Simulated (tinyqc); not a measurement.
Conductance against temperature: thermal boundary conductance by the acoustic and diffuse mismatch models. Computed by tinyqc, a small Python program. Command: `OMP_NUM_THREADS=1 python tinyqc.py 3019280 3019281 out.jsonl kapitza walk`. One thread of a shared host (Intel(R) Xeon(R) Processor @ 2.30GHz), about 0.01 s of CPU time with the checks.

Each side has one longitudinal and two transverse Debye branches, omega = v q up to q_D = (6 pi^2 n)^(1/3), with n counting all atoms. Scattering at the interface is elastic. Electrons are left out of G, also for metals. Melting is ignored. G refers to the temperatures of the phonons sent towards the interface. Linear branches over all atoms overstate G at high T, most for crystals with several atoms a cell.

Inputs (values chosen for the exercise, for two model solids):
```
quantity                    value    unit
density rho_1                5.26  g/cm^3
longitudinal velocity vL_1   2600     m/s
transverse velocity vT_1     1300     m/s
atom density n_1             42.2  1/nm^3
density rho_2                4.06  g/cm^3
longitudinal velocity vL_2  13300     m/s
transverse velocity vT_2     6920     m/s
atom density n_2             44.4  1/nm^3
```

Structure: film on a substrate.

Constants: hbar = 1.054571817e-34 J s; k_B = 1.380649e-23 J/K.

Method:
- omega_c = v q_D for each branch, given as hbar omega_c/k_B; impedance Z = rho v.
- No mode conversion. t(theta) = 4 Z_1 Z_2 cos(theta_1) cos(theta_2)/N^2, with N = Z_2 cos(theta_1) + Z_1 cos(theta_2) for L (the form for pressure waves) and N = Z_1 cos(theta_1) + Z_2 cos(theta_2) for both T branches (the form for shear waves polarised along the interface); sin(theta_2) = (v_2/v_1) sin(theta_1), and t = 0 beyond the critical angle arcsin(v_1/v_2); the mean over the incoming flux is alpha = 2 int t sin(theta_1) cos(theta_1) d theta_1 (64 Gauss-Legendre points).
- G = (k_B^4 T^3/(8 pi^2 hbar^3)) int W(x) x^4 e^x/(e^x - 1)^2 dx, x = hbar omega/(k_B T). Acoustic mismatch: W = sum over the three branches of alpha(1 to 2)/v_1^2, each up to the lower of its two cut-offs. Diffuse mismatch: W = S_1 S_2/(S_1 + S_2), where S_i sums 1/v^2 over the branches of side i still below their cut-off. Radiation limit: W = min(S_1, S_2). The integral is split at the four cut-offs (64 Gauss-Legendre points a piece, x at most 45).

Branches:
```
branch     v (m/s)  cut-off (K)  Z (1e6 kg/(m^2 s))
L, side 1     2600       269.50             13.6760
T, side 1     1300       134.75              6.8380
L, side 2    13300      1402.13             53.9980
T, side 2     6920       729.53             28.0952
```

Transmission:
```
branch  t at normal incidence  largest angle from side 1 (deg)  alpha, 1 to 2  alpha, 2 to 1
L                    0.644990                          11.2733      0.0184366       0.482432
T                    0.629716                          10.8280      0.0275359       0.780233
```

G (MW/(m^2 K)):
```
T (K)  acoustic mismatch  diffuse mismatch  radiation limit
2              0.0028795         0.0037336        0.0038665
5               0.044993          0.058337         0.060415
10               0.35913           0.46645          0.48332
20                2.3917            3.5787           3.8571
40                7.7299            21.031           25.260
80                13.289            58.090           73.073
150               15.993            81.684           103.86
300               17.032            91.454           116.64
600               17.314            94.162           120.18
1000              17.376            94.754           120.96
```

All three follow T^3 at the cold end (exponent 3.00 for the diffuse model) and flatten at high T (exponent 0.01 at the hot end); the lowest cut-off is 135 K. The ratio of diffuse to acoustic goes from 1.30 to 5.45. The plateau is set by the frequencies that both sides share.

Extremes, crossings and ranges named in words are read from the listed rows.
